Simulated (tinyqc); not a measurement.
Inside a calculation. Method: plane-wave Kohn-Sham cycle with exchange-only LDA in a layered model solid. Computed by tinyqc, a small Python program that keeps every step. Settings: points = 16, plane-wave index or count = 3, electrons = 4, k points = 2, area = 39.0, mixing = 0.3, iteration cap = 56, Pulay depth = 3. Command: `OMP_NUM_THREADS=1 python tinyqc.py 30878 30879 out.jsonl` (the two numbers bound the seeds that draw the settings). One thread of a shared host (Intel(R) Xeon(R) Processor @ 2.60GHz), about 0.01 s of CPU time with the checks. Later iterations appear only in the table of the cycle.

## Iteration 1: potential

A solid whose potential varies along x alone (atomic units):
```
parameter                      value
period a                   12.000000
cross-section of the cell  39.000000
electrons per cell                 4
grid points                       16
plane waves -n..n, n               3
k points                           2
V1 in V1 cos(2 pi x/a)     -0.680000
```

density at the start, on the grid x_j = j a/N (e/bohr^3): [0.00854701, 0.00854701, 0.00854701, 0.00854701, 0.00854701, 0.00854701, 0.00854701, 0.00854701, 0.00854701, 0.00854701, 0.00854701, 0.00854701, 0.00854701, 0.00854701, 0.00854701, 0.00854701]

V_H(G) = 4 pi rho(G)/G^2 for G != 0 (uniform background); v_x = -(3 rho/pi)^(1/3); V = V_ext + V_H + v_x; Fourier components f(G_m) = (1/N) sum_j f(x_j) exp(-i G_m x_j).

Potentials on the grid (hartree):
```
x              V_ext       V_H        v_x          V
0.000000   -0.680000  0.000000  -0.201339  -0.881339
0.750000   -0.628238  0.000000  -0.201339  -0.829577
1.500000   -0.480833  0.000000  -0.201339  -0.682172
2.250000   -0.260225  0.000000  -0.201339  -0.461564
3.000000           0  0.000000  -0.201339  -0.201339
3.750000    0.260225  0.000000  -0.201339   0.058885
4.500000    0.480833  0.000000  -0.201339   0.279493
5.250000    0.628238  0.000000  -0.201339   0.426899
6.000000    0.680000  0.000000  -0.201339   0.478661
6.750000    0.628238  0.000000  -0.201339   0.426899
7.500000    0.480833  0.000000  -0.201339   0.279493
8.250000    0.260225  0.000000  -0.201339   0.058885
9.000000           0  0.000000  -0.201339  -0.201339
9.750000   -0.260225  0.000000  -0.201339  -0.461564
10.500000  -0.480833  0.000000  -0.201339  -0.682172
11.250000  -0.628238  0.000000  -0.201339  -0.829577
```

V(G_m), m = 0, 1, 2, ... (hartree): [-0.201339, -0.340000, 0.000000, 0.000000, 0.000000, 0.000000, 0.000000]

## Iteration 1: Hamiltonian at one k

k = 0.250000 2 pi / a

H(m,m') = (k + G_m)^2/2 delta + V(G_m - G_m'), with V(-G) = V(G).

H (hartree), order -3, -2, -1, +0, +1, +2, +3:
```
[[0.835312, -0.340000, 0.000000, 0.000000, 0.000000, 0.000000, 0.000000],
 [-0.340000, 0.218462, -0.340000, 0.000000, 0.000000, 0.000000, 0.000000],
 [0.000000, -0.340000, -0.124233, -0.340000, 0.000000, 0.000000, 0.000000],
 [0.000000, 0.000000, -0.340000, -0.192772, -0.340000, 0.000000, 0.000000],
 [0.000000, 0.000000, 0.000000, -0.340000, 0.012845, -0.340000, 0.000000],
 [0.000000, 0.000000, 0.000000, 0.000000, -0.340000, 0.492617, -0.340000],
 [0.000000, 0.000000, 0.000000, 0.000000, 0.000000, -0.340000, 1.246545]]
```

## Iteration 1: levels at that k

Diagonalise the Hermitian matrix.

eigenvalues (hartree): [-0.674252, -0.279034, 0.073848, 0.368887, 0.603160, 1.006560, 1.389607]

## Iteration 1: new density

Motion across x is left out: the lowest 2 band(s) hold two electrons at each of the k points (j + 1/2)/nk - 1/2. Residual R = rho(out) - rho(in); rho(new) = rho(in) + 0.3 R. rho(out) = 2/(a A nk) sum |psi|^2 with psi = sum c exp(i G x). Harris energy E = band energy - dV sum rho (V_H/2 + v_x) + (3/4) dV sum rho v_x with rho(in), dV = a A/N, band energy = (2/nk) sum of the filled levels.

rho(out) (e/bohr^3): [0.01815304, 0.02027137, 0.02008745, 0.01271785, 0.00477893, 0.00113967, 0.00023581, 0.00005915, 0.00001864, 0.00005915, 0.00023581, 0.00113967, 0.00477893, 0.01271785, 0.02008745, 0.02027137]

density after iteration 1 (e/bohr^3): [0.01142882, 0.01206432, 0.01200914, 0.00979826, 0.00741659, 0.00632481, 0.00605365, 0.00600065, 0.00598850, 0.00600065, 0.00605365, 0.00632481, 0.00741659, 0.00979826, 0.01200914, 0.01206432]

energy per cell = -1.70523207 hartree

## Iteration 2: potential

As before.

Potentials on the grid (hartree):
```
x              V_ext        V_H        v_x          V
0.000000   -0.680000   0.161770  -0.221815  -0.740045
0.750000   -0.628238   0.151126  -0.225852  -0.702965
1.500000   -0.480833   0.116052  -0.225508  -0.590288
2.250000   -0.260225   0.057918  -0.210720  -0.413027
3.000000           0  -0.008997  -0.192040  -0.201037
3.750000    0.260225  -0.068752  -0.182112   0.009360
4.500000    0.480833  -0.113277  -0.179472   0.188084
5.250000    0.628238  -0.140291  -0.178947   0.309000
6.000000    0.680000  -0.149327  -0.178826   0.351848
6.750000    0.628238  -0.140291  -0.178947   0.309000
7.500000    0.480833  -0.113277  -0.179472   0.188084
8.250000    0.260225  -0.068752  -0.182112   0.009360
9.000000           0  -0.008997  -0.192040  -0.201037
9.750000   -0.260225   0.057918  -0.210720  -0.413027
10.500000  -0.480833   0.116052  -0.225508  -0.590288
11.250000  -0.628238   0.151126  -0.225852  -0.702965
```

V(G_m), m = 0, 1, 2, ... (hartree): [-0.199371, -0.274114, 0.001725, 0.000927, 0.000884, 0.000184, 0.000010]

## Iteration 2: Hamiltonian at one k

k = 0.250000 2 pi / a

As before.

H (hartree), order -3, -2, -1, +0, +1, +2, +3:
```
[[0.837280, -0.274114, 0.001725, 0.000927, 0.000884, 0.000184, 0.000010],
 [-0.274114, 0.220429, -0.274114, 0.001725, 0.000927, 0.000884, 0.000184],
 [0.001725, -0.274114, -0.122265, -0.274114, 0.001725, 0.000927, 0.000884],
 [0.000927, 0.001725, -0.274114, -0.190804, -0.274114, 0.001725, 0.000927],
 [0.000884, 0.000927, 0.001725, -0.274114, 0.014813, -0.274114, 0.001725],
 [0.000184, 0.000884, 0.000927, 0.001725, -0.274114, 0.494585, -0.274114],
 [0.000010, 0.000184, 0.000884, 0.000927, 0.001725, -0.274114, 1.248513]]
```

## Iteration 2: levels at that k

As before.

eigenvalues (hartree): [-0.560715, -0.215037, 0.089496, 0.330940, 0.561953, 0.952090, 1.343824]

## Iteration 2: new density

B (overlaps of the stored error matrices):
```
[[1.1614593e-03, 7.3824133e-04],
 [7.3824133e-04, 4.7378390e-04]]
```

Motion across x is left out: the lowest 2 band(s) hold two electrons at each of the k points (j + 1/2)/nk - 1/2. Residual R = rho(out) - rho(in); rho(new) = rho(in) + 0.3 R; Pulay mixing then takes sum c_i of the stored mixed densities, with c from B_ij = sum R_i R_j as in DIIS. rho(out) = 2/(a A nk) sum |psi|^2 with psi = sum c exp(i G x). Harris energy E = band energy - dV sum rho (V_H/2 + v_x) + (3/4) dV sum rho v_x with rho(in), dV = a A/N, band energy = (2/nk) sum of the filled levels.

rho(out) (e/bohr^3): [0.01709432, 0.01900883, 0.01931700, 0.01329828, 0.00585500, 0.00176420, 0.00044539, 0.00011673, 0.00004695, 0.00011673, 0.00044539, 0.00176420, 0.00585500, 0.01329828, 0.01931700, 0.01900883]

DIIS coefficients: [-1.665763, 2.665763]

density after iteration 2 (e/bohr^3): [0.01595968, 0.01761804, 0.01785345, 0.01259733, 0.00616774, 0.00267756, 0.00156856, 0.00129511, 0.00123687, 0.00129511, 0.00156856, 0.00267756, 0.00616774, 0.01259733, 0.01785345, 0.01761804]

energy per cell = -1.41151759 hartree

## Convergence

Stop when sqrt(dV sum R^2) is below 1e-8, dV = a A/N.

Course of the cycle:
```
iteration  E (hartree)  norm of the residual
1          -1.70523207              1.84e-01
2          -1.41151759              1.18e-01
3          -1.22551486              2.75e-02
4          -1.23809285              3.48e-02
5          -1.22514049              1.89e-03
6          -1.22511786              4.99e-04
7          -1.22511846              2.18e-04
8          -1.22511841              1.39e-04
9          -1.22511845              1.02e-05
10         -1.22511845              5.68e-06
11         -1.22511845              4.01e-07
12         -1.22511845              2.80e-07
13         -1.22511845              9.38e-08
14         -1.22511845              2.20e-08
15         -1.22511845              1.28e-08
16         -1.22511845              1.03e-09
```

Converged in 16 iterations. Before convergence this energy mixes input and output and is not variational, so it may rise towards its limit.
